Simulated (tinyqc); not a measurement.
Surface photovoltage measurement of the minority-carrier diffusion length in a wafer: one step, computed by the program tinyqc.

Low injection, steady light, a depletion layer much thinner than 1/alpha and L. The excess density dn is taken at the front edge of the neutral region; light that reaches the back is lost.

Problem. The linear plot. alpha = (84.732/lambda - 76.417)^2 per cm with lambda in micrometre (an empirical fit for silicon between 0.7 and 1.05 micrometre). Thick wafer: dn = Phi L/((S_f + D/L)(L + 1/alpha)). Finite wafer, with s = S_b L/D, w = W/L, a = alpha L: dn = [Phi a/(a^2 - 1)] [a - B - exp(-alpha W)(a - s)/(cosh w + s sinh w)]/(S_f + B D/L), B = (sinh w + s cosh w)/(cosh w + s sinh w). Readings y = (Phi/dn) (1 + noise x g) at 780, 830, 880, 920, 950, 975 and 995 nm; a least-squares line y = c (1/alpha + L_app) gives L_app = intercept/slope.

Inputs (values chosen for the exercise, modelled on p-type silicon at room temperature):
```
quantity,value,unit
diffusion length L,110,micrometre
wafer thickness W,525,micrometre
diffusivity D,25.2,cm^2/s
front recombination velocity S_f,6100,cm/s
back recombination velocity S_b,210,cm/s
photon flux entering,8.1e+12,1/(cm^2 s)
relative noise of each reading,0,%
```

normal deviates g for the noise: [-1.19, 0.12, -1.13, 0.24, 0.41, 0.54, 0.35]

Give: the table «Readings» with the columns 1/alpha (micrometre), y (cm/s), line (cm/s), for lambda (nm) = 780, 830, 880, 920, 950, 975, 995; slope; apparent length L_app; error of L_app (rounded to 0.001).

Solution.

Readings:
```
lambda (nm),1/alpha (micrometre),y (cm/s),line (cm/s)
780,9.64,9126,9127
830,15.18,9548,9549
880,25.33,10322,10322
920,40.66,11491,11490
950,61.28,13063,13062
975,90.92,15321,15320
995,130.89,18364,18366
```

slope = 76.196 cm/(s micrometre)

apparent length L_app = 110.14 micrometre

error of L_app (rounded to 0.001) = 0.129 %

Without noise the error would be +0.1 %, from the finite thickness at W/L = 4.8. S_f scales all readings alike and leaves L_app unchanged.
